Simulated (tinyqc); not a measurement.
Deformation-potential model of the Delta valleys of a conduction band: one step. Strain from a uniaxial [110] stress.

s11 = (C11 + C12)/((C11 - C12)(C11 + 2 C12)), s12 = -C12/((C11 - C12)(C11 + 2 C12)), s44 = 1/C44; exx = s11 sxx + s12 (syy + szz) and cyclic, exy = s44 sxy/2; tension is positive. A uniaxial stress X along the unit vector n is s_ij = X n_i n_j.

Inputs chosen for the exercise (near those of Si; not measured data):

| symbol | value | unit | meaning |
|---|---|---|---|
| C11 | 159.1 | GPa |  |
| C12 | 63.9 | GPa |  |
| C44 | 79.3 | GPa |  |
| load | uniaxial [110] |  | kind of stress |
| X | 1.41 | GPa | stress |

Question. Form the compliances and the strain.

Give: s11, s12, s44; strain tensor.

Answer.

s11, s12, s44 (1/TPa): 8.1646  -2.3396  12.6103

strain tensor:
```
          x         y          z
x  0.004107  0.004445   0.000000
y  0.004445  0.004107   0.000000
z  0.000000  0.000000  -0.003299
```

Program tinyqc; command `OMP_NUM_THREADS=1 python tinyqc.py 1081045 1081046 out.jsonl`; about 0.03 s on one thread of a shared Intel(R) Xeon(R) Processor @ 2.30GHz.
